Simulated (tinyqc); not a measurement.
Thermal boundary conductance by the acoustic and diffuse mismatch models: one step, computed by the program tinyqc.

Each side has one longitudinal and two transverse Debye branches, omega = v q up to q_D = (6 pi^2 n)^(1/3), with n counting all atoms. Scattering at the interface is elastic. Electrons are left out of G, also for metals. Melting is ignored. G refers to the temperatures of the phonons sent towards the interface. Linear branches over all atoms overstate G at high T, most for crystals with several atoms a cell.

Question. Cut-off frequencies and impedances. omega_c = v q_D for each branch, given as hbar omega_c/k_B; impedance Z = rho v.

Inputs (values chosen for the exercise, modelled on aluminium (side 1) and titanium nitride (side 2)):
```
quantity                    value    unit
density rho_1                2.77  g/cm^3
longitudinal velocity vL_1   6080     m/s
transverse velocity vT_1     3120     m/s
atom density n_1             60.6  1/nm^3
density rho_2                5.45  g/cm^3
longitudinal velocity vL_2  10100     m/s
transverse velocity vT_2     6240     m/s
atom density n_2              103  1/nm^3
```

Structure: superlattice.

Constants: hbar = 1.054571817e-34 J s; k_B = 1.380649e-23 J/K.

Give: Branches.

Answer.

Branches:
```
branch     v (m/s)  cut-off (K)  Z (1e6 kg/(m^2 s))
L, side 1     6080        711.0             16.8416
T, side 1     3120        364.9              8.6424
L, side 2    10100       1409.5             55.0450
T, side 2     6240        870.8             34.0080
```
